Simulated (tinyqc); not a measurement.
Electron mobility in a silicon inversion layer, empirical terms and Matthiessen rule: one step of the calculation.

Inversion layer of sheet density Ns on a uniformly doped body. The mobility terms are empirical power laws with prefactors chosen for the exercise; adding their inverses (Matthiessen) is itself an approximation.

Task. Depletion charge and effective field. ni = sqrt(Nc Nv) exp(-Eg/(2 Vt)), Eg in volts; Ndep = sqrt(2 eps0 eps_r Nb (2 Vt ln(Nb/ni) + Vsb)/q); E = q (Ndep + eta Ns)/(eps0 eps_r), in MV/cm.

Values chosen for this exercise; material values close to those of silicon: temperature T = 325 K; band gap Eg = 1.14 eV; relative permittivity of the semiconductor eps_r = 11.7; conduction-band density of states at T Nc = 3.17e19 cm^-3; valence-band density of states at T Nv = 3e19 cm^-3; body doping Nb = 1e17 cm^-3; reverse body bias Vsb = 0 V; weight of the inversion charge in the effective field eta = 0.5; inversion density Ns = 9e12 cm^-2.

Constants: q = 1.602176634e-19 C, kB = 1.380649e-23 J/K, Vt = kB T/q, eps0 = 8.8541878128e-14 F/cm where lengths are in cm. Results are converted to the units shown.

Find: ni; Ndep; E.

Result.

ni = 4.468e10 cm^-3
Ndep = 1.029e12 cm^-2
E = 0.8551 MV/cm

The depletion charge gives 18.6 % of the field.

Computed by the program tinyqc: `OMP_NUM_THREADS=1 python tinyqc.py 2510146 2510147 out.jsonl`, one thread of a shared Intel Xeon 2.30GHz, about 0.01 s for the whole run.
